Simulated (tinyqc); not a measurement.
Inside a calculation. Method: Hueckel theory of the pi electrons with the omega technique, for the molecule BC1=CC=CC(=C)C=C1 (SMILES; centres numbered as the heavy atoms are written). Computed by tinyqc, a small Python program that keeps every step. Settings: charge = 0, omega = 1.0, damping = 0.7. Command: `OMP_NUM_THREADS=1 python tinyqc.py 20449 20450 out.jsonl` (the two numbers bound the seeds that draw the settings). One thread of a shared host (Intel(R) Xeon(R) Processor @ 2.60GHz), about 0.01 s of CPU time with the checks.

## The Hueckel matrix

Centres:
```
centre  z_r, pi electrons of the neutral centre          h
1B                                            0  -1.000000
2C                                            1   0.000000
3C                                            1   0.000000
4C                                            1   0.000000
5C                                            1   0.000000
6C                                            1   0.000000
7C                                            1   0.000000
8C                                            1   0.000000
9C                                            1   0.000000
```

Bonds:
```
i  j         k
1  2  0.700000
2  3         1
3  4         1
4  5         1
5  6         1
6  7         1
6  8         1
8  9         1
9  2         1
```

H_rr = alpha + h_r beta, H_rs = k_rs beta for bonded centres.

Hueckel matrix in units of beta (H = alpha + beta A), order 1B, 2C, 3C, 4C, 5C, 6C, 7C, 8C, 9C:
```
[[-1.000000, 0.700000, 0.000000, 0.000000, 0.000000, 0.000000, 0.000000, 0.000000, 0.000000],
 [0.700000, 0.000000, 1.000000, 0.000000, 0.000000, 0.000000, 0.000000, 0.000000, 1.000000],
 [0.000000, 1.000000, 0.000000, 1.000000, 0.000000, 0.000000, 0.000000, 0.000000, 0.000000],
 [0.000000, 0.000000, 1.000000, 0.000000, 1.000000, 0.000000, 0.000000, 0.000000, 0.000000],
 [0.000000, 0.000000, 0.000000, 1.000000, 0.000000, 1.000000, 0.000000, 0.000000, 0.000000],
 [0.000000, 0.000000, 0.000000, 0.000000, 1.000000, 0.000000, 1.000000, 1.000000, 0.000000],
 [0.000000, 0.000000, 0.000000, 0.000000, 0.000000, 1.000000, 0.000000, 0.000000, 0.000000],
 [0.000000, 0.000000, 0.000000, 0.000000, 0.000000, 1.000000, 0.000000, 0.000000, 1.000000],
 [0.000000, 1.000000, 0.000000, 0.000000, 0.000000, 0.000000, 0.000000, 1.000000, 0.000000]]
```

## Orbitals, round 1

pi electrons, sum of z_r less the charge = 8

Diagonalise; E = alpha + x beta with beta < 0, so the largest x are filled first; degenerate levels share their electrons. P = sum n_i c_ri c_si; each orbital has its largest coefficient positive (the first on a tie).

x values: [2.107474, 1.494854, 1.256348, 0.250133, -0.321183, -0.719348, -1.124624, -1.945509, -1.998146]

occupations: [2.000000, 2.000000, 2.000000, 2.000000, 0.000000, 0.000000, 0.000000, 0.000000, 0.000000]

coefficients, order 1B, 2C, 3C, 4C, 5C, 6C, 7C, 8C, 9C:
```
[[0.076080, 0.146848, -0.057264, 0.166086, 0.377963, -0.279818, 0.743193, -0.282461, 0.297506],
 [0.337738, 0.523377, -0.184581, 0.296613, 0.366525, -0.112188, -0.132313, 0.381528, -0.424221],
 [0.316394, 0.443322, 0.291053, 0.219973, -0.458486, -0.274052, -0.258499, -0.419154, 0.205999],
 [0.329053, 0.139325, 0.550245, -0.241591, -0.219268, 0.309326, 0.423027, 0.433941, 0.012606],
 [0.377078, -0.235051, 0.400247, -0.280403, 0.528911, 0.051539, -0.217248, -0.425081, -0.231187],
 [0.465628, -0.490692, -0.047397, 0.171453, 0.049391, -0.346400, -0.178705, 0.393058, 0.449340],
 [0.220941, -0.328254, -0.037726, 0.685447, -0.153778, 0.481548, 0.158902, -0.202034, -0.224878],
 [0.383280, -0.170208, -0.422067, -0.362158, -0.390996, -0.283904, 0.259321, -0.137584, -0.441781],
 [0.342124, 0.236256, -0.482867, -0.262040, 0.076190, 0.550626, -0.112934, -0.125388, 0.433403]]
```

charge and bond-order matrix P, order 1B, 2C, 3C, 4C, 5C, 6C, 7C, 8C, 9C:
```
[[0.116432, 0.324769, 0.218079, -0.052280, -0.150638, -0.010884, 0.169218, -0.063630, 0.089704],
 [0.324769, 1.020079, 0.700813, 0.021659, -0.305432, -0.079906, 0.226191, 0.021700, 0.501206],
 [0.218079, 0.700813, 0.859479, 0.545767, 0.139827, -0.092586, 0.128363, -0.313398, 0.029603],
 [-0.052280, 0.021659, 0.545767, 0.977647, 0.758613, 0.034699, -0.318777, -0.084683, -0.113791],
 [-0.150638, -0.305432, 0.139827, 0.758613, 0.872519, 0.447739, -0.093664, 0.234306, -0.092628],
 [-0.010884, -0.079906, -0.092586, 0.034699, 0.447739, 0.978462, 0.766516, 0.439794, 0.042664],
 [0.169218, 0.226191, 0.128363, -0.318777, -0.093664, 0.766516, 1.255652, -0.183527, -0.326722],
 [-0.063630, 0.021700, -0.313398, -0.084683, 0.234306, 0.439794, -0.183527, 0.970347, 0.779238],
 [0.089704, 0.501206, 0.029603, -0.113791, -0.092628, 0.042664, -0.326722, 0.779238, 0.949383]]
```

## Omega technique, round 1

h_r = h_r(0) + omega q_r, omega = 1, with q_r = z_r - P_rr; 0.7 of the old diagonal is kept.

matrix after round 1, order 1B, 2C, 3C, 4C, 5C, 6C, 7C, 8C, 9C:
```
[[-1.034930, 0.700000, 0.000000, 0.000000, 0.000000, 0.000000, 0.000000, 0.000000, 0.000000],
 [0.700000, -0.006024, 1.000000, 0.000000, 0.000000, 0.000000, 0.000000, 0.000000, 1.000000],
 [0.000000, 1.000000, 0.042156, 1.000000, 0.000000, 0.000000, 0.000000, 0.000000, 0.000000],
 [0.000000, 0.000000, 1.000000, 0.006706, 1.000000, 0.000000, 0.000000, 0.000000, 0.000000],
 [0.000000, 0.000000, 0.000000, 1.000000, 0.038244, 1.000000, 0.000000, 0.000000, 0.000000],
 [0.000000, 0.000000, 0.000000, 0.000000, 1.000000, 0.006462, 1.000000, 1.000000, 0.000000],
 [0.000000, 0.000000, 0.000000, 0.000000, 0.000000, 1.000000, -0.076696, 0.000000, 0.000000],
 [0.000000, 0.000000, 0.000000, 0.000000, 0.000000, 1.000000, 0.000000, 0.008896, 1.000000],
 [0.000000, 1.000000, 0.000000, 0.000000, 0.000000, 0.000000, 0.000000, 1.000000, 0.015185]]
```

## Orbitals, round 2

As before.

x values: [2.118060, 1.497979, 1.272764, 0.221173, -0.306842, -0.731376, -1.138917, -1.935939, -1.996901]

occupations: [2.000000, 2.000000, 2.000000, 2.000000, 0.000000, 0.000000, 0.000000, 0.000000, 0.000000]

coefficients, order 1B, 2C, 3C, 4C, 5C, 6C, 7C, 8C, 9C:
```
[[0.075054, 0.143196, -0.057438, 0.163296, 0.359710, -0.282887, 0.741762, -0.291242, 0.315354],
 [0.338064, 0.518147, -0.189358, 0.293023, 0.374143, -0.122673, -0.110192, 0.374874, -0.433374],
 [0.323959, 0.450561, 0.287084, 0.227337, -0.461863, -0.253210, -0.268723, -0.404815, 0.210776],
 [0.334443, 0.137790, 0.542645, -0.252326, -0.212954, 0.318539, 0.427573, 0.425888, 0.003589],
 [0.382169, -0.245079, 0.399937, -0.281453, 0.528634, 0.018102, -0.221115, -0.422535, -0.217967],
 [0.460398, -0.495540, -0.048915, 0.200841, 0.030530, -0.332471, -0.167285, 0.408273, 0.440005],
 [0.209772, -0.314694, -0.036248, 0.674260, -0.132653, 0.507836, 0.157486, -0.219591, -0.229145],
 [0.380235, -0.179334, -0.425630, -0.349684, -0.405546, -0.280628, 0.255234, -0.150903, -0.434378],
 [0.341579, 0.228496, -0.489025, -0.275070, 0.097517, 0.540212, -0.125675, -0.114791, 0.431270]]
```

charge and bond-order matrix P, order 1B, 2C, 3C, 4C, 5C, 6C, 7C, 8C, 9C:
```
[[0.112206, 0.316591, 0.218933, -0.055080, -0.150686, -0.001597, 0.165734, -0.059593, 0.083056],
 [0.316591, 1.008965, 0.710458, 0.015534, -0.311985, -0.066011, 0.224593, 0.027506, 0.491738],
 [0.218933, 0.710458, 0.884108, 0.537700, 0.128430, -0.085011, 0.138093, -0.318617, 0.021368],
 [-0.055080, 0.015534, 0.537700, 0.977942, 0.764172, 0.016951, -0.326016, -0.080551, -0.100473],
 [-0.150686, -0.311985, 0.128430, 0.764172, 0.890564, 0.442612, -0.093952, 0.234918, -0.087237],
 [-0.001597, -0.066011, -0.085011, 0.016951, 0.442612, 1.000511, 0.779427, 0.429031, 0.025418],
 [0.165734, 0.224593, 0.138093, -0.326016, -0.093952, 0.779427, 1.197952, -0.168304, -0.335990],
 [-0.059593, 0.027506, -0.318617, -0.080551, 0.234918, 0.429031, -0.168304, 0.960359, 0.786470],
 [0.083056, 0.491738, 0.021368, -0.100473, -0.087237, 0.025418, -0.335990, 0.786470, 0.967393]]
```

## Omega technique, round 2

As before.

matrix after round 2, order 1B, 2C, 3C, 4C, 5C, 6C, 7C, 8C, 9C:
```
[[-1.058113, 0.700000, 0.000000, 0.000000, 0.000000, 0.000000, 0.000000, 0.000000, 0.000000],
 [0.700000, -0.006906, 1.000000, 0.000000, 0.000000, 0.000000, 0.000000, 0.000000, 1.000000],
 [0.000000, 1.000000, 0.064277, 1.000000, 0.000000, 0.000000, 0.000000, 0.000000, 0.000000],
 [0.000000, 0.000000, 1.000000, 0.011312, 1.000000, 0.000000, 0.000000, 0.000000, 0.000000],
 [0.000000, 0.000000, 0.000000, 1.000000, 0.059602, 1.000000, 0.000000, 0.000000, 0.000000],
 [0.000000, 0.000000, 0.000000, 0.000000, 1.000000, 0.004370, 1.000000, 1.000000, 0.000000],
 [0.000000, 0.000000, 0.000000, 0.000000, 0.000000, 1.000000, -0.113073, 0.000000, 0.000000],
 [0.000000, 0.000000, 0.000000, 0.000000, 0.000000, 1.000000, 0.000000, 0.018119, 1.000000],
 [0.000000, 1.000000, 0.000000, 0.000000, 0.000000, 0.000000, 0.000000, 1.000000, 0.020412]]
```

## Convergence

Each round sets h_r = h_r(0) + omega (z_r - P_rr), keeping the share named as damping of the old diagonal; repeat until output and input diagonals agree to 1e-6.

Rounds:
```
round    sum n x  largest |h(out) - h(in)|
1      10.217617                  2.56e-01
2      10.219951                  1.21e-01
3      10.228539                  5.86e-02
4      10.236463                  3.36e-02
5      10.242522                  2.22e-02
6      10.246867                  1.46e-02
7      10.249892                  9.67e-03
8      10.251966                  6.40e-03
9      10.253374                  4.24e-03
10     10.254326                  2.81e-03
11     10.254966                  1.86e-03
12     10.255396                  1.23e-03
13     10.255684                  8.18e-04
14     10.255877                  5.42e-04
15     10.256006                  3.60e-04
16     10.256092                  2.39e-04
17     10.256149                  1.59e-04
18     10.256188                  1.05e-04
19     10.256213                  6.99e-05
20     10.256230                  4.64e-05
21     10.256242                  3.08e-05
22     10.256249                  2.05e-05
23     10.256254                  1.36e-05
24     10.256258                  9.04e-06
25     10.256260                  6.01e-06
26     10.256262                  3.99e-06
27     10.256263                  2.65e-06
28     10.256263                  1.76e-06
29     10.256264                  1.17e-06
30     10.256264                  7.79e-07
```

Converged in 30 rounds.

## Energy, charges, bond orders

final x values: [2.131302, 1.501712, 1.296823, 0.198296, -0.284641, -0.748602, -1.167375, -1.928528, -1.998986]

occupations: [2.000000, 2.000000, 2.000000, 2.000000, 0.000000, 0.000000, 0.000000, 0.000000, 0.000000]

final P, order 1B, 2C, 3C, 4C, 5C, 6C, 7C, 8C, 9C:
```
[[0.103105, 0.302596, 0.215499, -0.054976, -0.146578, 0.006103, 0.155578, -0.052416, 0.077966],
 [0.302596, 0.999436, 0.721454, 0.010088, -0.319216, -0.052520, 0.220691, 0.034567, 0.482992],
 [0.215499, 0.721454, 0.908680, 0.527743, 0.115856, -0.075794, 0.147238, -0.324232, 0.015472],
 [-0.054976, 0.010088, 0.527743, 0.977911, 0.770770, -0.000707, -0.331923, -0.077975, -0.086804],
 [-0.146578, -0.319216, 0.115856, 0.770770, 0.912085, 0.436691, -0.091034, 0.235390, -0.083567],
 [0.006103, -0.052520, -0.075794, -0.000707, 0.436691, 1.013055, 0.790215, 0.419621, 0.008279],
 [0.155578, 0.220691, 0.147238, -0.331923, -0.091034, 0.790215, 1.149368, -0.152996, -0.341751],
 [-0.052416, 0.034567, -0.324232, -0.077975, 0.235390, 0.419621, -0.152996, 0.960847, 0.792730],
 [0.077966, 0.482992, 0.015472, -0.086804, -0.083567, 0.008279, -0.341751, 0.792730, 0.975511]]
```

E = sum n x; q_r = z_r - P_rr; bond order p = P_rs; free valence = sqrt(3) - sum of p over the bonds of the atom.

pi energy = 8 alpha + this times beta = 10.256264

pi charges: [-0.103105, 0.000564, 0.091320, 0.022089, 0.087915, -0.013055, -0.149368, 0.039153, 0.024489]

Bond orders and lengths from R = 1.517 - 0.180 p (angstrom, C-C alone):
```
bond         p         R
1-2   0.302596         -
2-3   0.721454  1.387138
3-4   0.527743  1.422006
4-5   0.770770  1.378261
5-6   0.436691  1.438396
6-7   0.790215  1.374761
6-8   0.419621  1.441468
8-9   0.792730  1.374309
9-2   0.482992  1.430061
```

free valence of the carbons: [0.225008, 0.482854, 0.433538, 0.524590, 0.085524, 0.941836, 0.519700, 0.456329]

gap between the highest filled and the next level = 0.482937 |beta|
